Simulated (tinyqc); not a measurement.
Photoconductance decay in a wafer: bulk and surface recombination modes, and iron detection by pair splitting: one step, computed by the program tinyqc. Command: `OMP_NUM_THREADS=1 python tinyqc.py 3110935 3110936 out.jsonl pcd walk`. One thread of a shared host (Intel(R) Xeon(R) Processor @ 2.30GHz), about 0.01 s of CPU time with the checks.

Both faces of the wafer have the same S; injection is low and all coefficients are constant. x runs from -W/2 to W/2.

Task: Effective lifetime. Even modes cos(a x) obey b tan b = S W/(2 D) with b = a W/2, odd modes sin(a x) obey -b cot b = S W/(2 D); each decays at the rate 1/tau_b + D a^2. tau_eff is the decay time of the first mode. The surface time is 1/(D a^2) of that mode; shortcuts for it are W/(2 S), W^2/(pi^2 D) and their sum, whose error is sum/surface time - 1.

Inputs (values chosen for the exercise, modelled on p-type silicon):
```
quantity                          value         unit
thickness W                         775   micrometre
diffusivity D                      22.9       cm^2/s
bulk lifetime tau_b without iron    680  microsecond
surface recombination velocity S  80000         cm/s
```

Give: tau_eff; surface time; W/(2 S); W^2/(pi^2 D); error of the sum; tau_eff/tau_b.

Result:

tau_eff = 25.94 microsecond

surface time = 26.97 microsecond

W/(2 S) = 0.484375 microsecond

W^2/(pi^2 D) = 26.57 microsecond

error of the sum = 0.3349 %

tau_eff/tau_b = 0.03815

The surfaces are fast, and diffusion to them sets the surface time. tau_eff is only 0.038 of tau_b, so it understates the bulk lifetime.
